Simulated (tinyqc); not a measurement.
Gap and radiative efficiency from Jsc and Voc.

Question. Photon flux above E from a black body at temperature T into a hemisphere: Phi(E, T) = A sum_k exp(-k E/th)[E^2 th/k + 2 E th^2/k^2 + 2 th^3/k^3], k = 1, 2, ..., with th = kB T/q in eV and A = 2 pi q^3/(h^3 c^2). A cell with a sharp absorption edge has Jsc = q fs X Phi(Eg, Ts) and Voc = Vt ln(1 + Jsc/J0), J0 = q ge Phi(Eg, T)/ERE. Find Eg and ERE.

Values chosen for this exercise: cell temperature T = 300 K; temperature of the black-body sun Ts = 4500 K; share of the hemisphere filled by the sun fs = 2.16e-5; concentration X = 1; number of faces that emit ge = 2.

Constants: q = 1.602176634e-19 C, kB = 1.380649e-23 J/K, h = 6.62607015e-34 J s, c = 299792458 m/s, Vt = kB T/q. Results are converted to the units shown.

Jsc = 9.43150487 mA/cm^2
Voc = 1.00407102 V

Answer. Phi falls steadily with E, so Jsc fixes Eg; Voc gives J0, and its ratio to the radiative dark current is 1/ERE.

Eg = 1.560 eV
ERE = 1.000e-4

tinyqc, about 0.01 s, one thread, Intel Xeon 2.30GHz (shared host): `OMP_NUM_THREADS=1 python tinyqc.py 2820133 2820134 out.jsonl`
